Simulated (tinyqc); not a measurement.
Precursor delivery by bubblers, mass-transport growth and the solid composition of a III-V alloy: one step, computed by the program tinyqc.

1 sccm = 44.615 micromol/min; 1 torr = 133.322 Pa. The sources decompose fully at the surface.

Question. Bubblers. log10 p_v = a - b/T_bath; molar flow = F x 44.615 x p_v/(p_b - p_v) for a saturated bubbler.

Inputs (values chosen for the exercise, modelled on trimethylgallium (source 1) and trimethylindium (source 2) for the vapour pressures):
```
quantity,value,unit
bath temperature T1,268,K
bath temperature T2,305,K
bubbler pressure p_b,1400,torr
carrier flow F1,13,sccm
carrier flow F2,57,sccm
```

constants a, b of source 1 (log10 torr, K): [8.083, 1703]

constants a, b of source 2 (log10 torr, K): [10.49, 3014]

Give: vapour pressure 1; molar flow 1; vapour pressure 2; molar flow 2.

Answer.

vapour pressure 1 = 53.52 torr

molar flow 1 = 23.05 micromol/min

vapour pressure 2 = 4.055 torr

molar flow 2 = 7.388 micromol/min

One kelvin of bath error changes flow 1 by 5.7 % and flow 2 by 7.5 %.
